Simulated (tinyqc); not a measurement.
Propagation of a band-gap error through k.p and effective-mass formulas: sweeps and comparisons. A value that a table varies takes the place of the one given here.

Chain, for a gap E (the reference Eg or another value), with Ep and Dso kept: 1/me = 1 + Ep (E + 2 Dso/3)/(E (E + Dso)); g* = 2 - 2 Ep Dso/(3 E (E + Dso)); g1(E) = g1 + (Ep/3)(1/E - 1/Eg), g2(E) = g2 + (Ep/6)(1/E - 1/Eg), light hole 1/(g1 + 2 g2), heavy hole 1/(g1 - 2 g2) along [100]; optical constant ei(E) = 1 + (ei - 1)(EP/(EP + E - Eg))^2, static e0(E) = ei(E) + e0 - ei.

Donor: R = Ry me/e0^2, a_B = a0 e0/me, Mott density (0.26/a_B)^3. Nc, Nv = 2 (m kT/(4 pi c))^(3/2), c = hbar^2/2m0, ni = sqrt(Nc Nv) exp(-E/2kT). Exciton: Ry mu/e0^2 with 1/mu = 1/me + g1(E). 1 angstrom^-3 = 1e24 cm^-3.

Constants: Ry = 13.60569312 eV; a0 (Bohr radius) = 0.5291772105 angstrom; kB = 8.617333262e-05 eV/K; hbar^2/2m0 = 3.80998211 eV angstrom^2.

Inputs chosen for the exercise (reference values near those of CdTe, gap at low temperature; not measured data):
```
symbol  value  unit  meaning
Eg      1.588  eV    gap at Gamma to the s-like level
Dso     0.903  eV    spin-orbit splitting
Ep      19     eV    Kane energy
g1      5.3          Luttinger gamma1
g2      1.69         gamma2
e0      10.18        static dielectric constant
ei      7.15         optical dielectric constant
EP      5.28   eV    mean (Penn) gap
mh      0.37   m0    density-of-states mass of the holes
T       300    K     temperature
Eg2     1.699  eV    a wrong gap, of the size a hybrid functional can give
```

## The size of the error

E = f Eg; ratios against f = 1.

Results:
```
f     E (eV)  me ratio  light-hole ratio  e0 ratio  donor ratio  Mott ratio       g*  log10 ni ratio
0.25   0.397     0.305             0.266     1.403        0.155      0.0103  -20.162            9.62
0.40   0.635     0.460             0.420     1.295        0.274      0.0447   -9.706            7.75
0.60   0.953     0.651             0.620     1.177        0.470       0.169   -4.469            5.20
0.80   1.270     0.830             0.813     1.080        0.712       0.454   -2.143            2.61
1.00   1.588     1.000             1.000     1.000        1.000        1.00   -0.892            0.00
1.20   1.906     1.163             1.181     0.933        1.335        1.94   -0.137           -2.62
1.50   2.382     1.397             1.442     0.852        1.923        4.40    0.538           -6.56
2.00   3.176     1.761             1.850     0.753        3.106        12.8    1.117          -13.15
```

What does this show, and why?

Between f = 0.8 and 1.2 the mean powers d ln(ratio)/d ln f are 0.83 for me, 0.92 for the light hole, -0.36 for e0, 1.55 for the donor energy and 3.58 for the Mott density; ni moves by -0.82 decades per 0.1 eV, against -0.1 eV/(2 kT ln 10) = -0.84 from the exponential alone, the rest coming from Nc through me^(3/4). g* changes sign between f = 1.20 and 1.50; the place of this zero hangs on remote bands, which are left out.

## What each input does

All at E = Eg2. Each row changes one parameter from the base and keeps the others.

Results:
```
case            me (m0)  light hole (m0)     e0  donor (meV)  exciton (meV)  log10 ni
base             0.0918           0.1226   9.93       12.673          8.664     4.027
Eg2 = 1.563 eV   0.0857           0.1135  10.24       11.119          7.618     5.147
Dso = 0.831 eV   0.0913           0.1226   9.93       12.593          8.626     4.025
Ep = 17.48 eV    0.0990           0.1219   9.93       13.666          9.104     4.052
g1 = 4.876       0.0918           0.1293   9.93       12.673          8.900     4.027
EP = 5.702 eV    0.0918           0.1226   9.95       12.627          8.632     4.027
ei = 7.722       0.0918           0.1226   9.91       12.733          8.704     4.027
mh = 0.4 m0      0.0918           0.1226   9.93       12.673          8.664     4.052
T = 276 K        0.0918           0.1226   9.93       12.673          8.664     2.732
```

How do the results move?

The largest shifts from the base row, up to three for each result and ties (the steps differ in size, so this ranks the rows, not the parameters). me (m0): Ep +0.0072, Eg2 -0.0062, Dso -0.0006; unchanged at the printed digits by g1, EP, ei, mh and T. light hole (m0): Eg2 -0.0090, g1 +0.0067, Ep -0.0006; unchanged at the printed digits by Dso, EP, ei, mh and T. e0: Eg2 +0.31, ei -0.02, EP +0.02; unchanged at the printed digits by Dso, Ep, g1, mh and T. donor (meV): Eg2 -1.554, Ep +0.993, Dso -0.080; unchanged at the printed digits by g1, mh and T. exciton (meV): Eg2 -1.045, Ep +0.440, g1 +0.237; unchanged at the printed digits by mh and T. log10 ni: T -1.295, Eg2 +1.120, mh +0.025, Ep +0.025; unchanged at the printed digits by g1, EP and ei.

Run: tinyqc, `OMP_NUM_THREADS=1 python tinyqc.py 1880419 1880420 out.jsonl`; Intel(R) Xeon(R) Processor @ 2.30GHz, one thread, shared host; about 0.01 s of CPU time with all checks.
